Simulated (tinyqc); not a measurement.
From results back to parameters: standing waves and exposure in a photoresist film. Two cases, with inputs chosen for the exercise.

Problem. Bleaching of a resist on an index-matched plate: T(0) = T12 exp(-(A + B) d), T(end) = T12 exp(-B d), T12 = 1 - ((n1 - 1)/(n1 + 1))^2, and the first slope dT/dD = T(0) C A T12 (1 - exp(-(A + B) d))/(A + B). Here d = dT and D is the dose; A, B and C are hidden.

Find: A; B; C.

Method. A = ln(T(end)/T(0))/d, B = ln(T12/T(end))/d, and the slope then gives C.

Case 1.

Values chosen (out of a larger set: a resist on Si, indices near tabulated ones; not measured data): n1 = 1.712 (resist index); dT = 0.723 micrometre (resist thickness on an index-matched plate).

T(0) = 0.561291
T(end) = 0.878749
dT/dD = 0.0034929 cm^2/mJ

Solution.

A = 0.62 1/micrometre
B = 0.08 1/micrometre
C = 0.019 cm^2/mJ

Case 2.

Values chosen (out of a larger set: a resist on Al, indices near tabulated ones; not measured data): n1 = 1.71 (resist index); dT = 0.134 micrometre (resist thickness on an index-matched plate).

T(0) = 0.860562
T(end) = 0.873341
dT/dD = 0.00038621 cm^2/mJ

Solution.

A = 0.11 1/micrometre
B = 0.48 1/micrometre
C = 0.034 cm^2/mJ

Computed by tinyqc, one run a case: `OMP_NUM_THREADS=1 python tinyqc.py N N+1 out.jsonl` with N = 1682760, 1682794; one thread of a shared Intel(R) Xeon(R) Processor @ 2.30GHz, about 0.01 s a run at most.
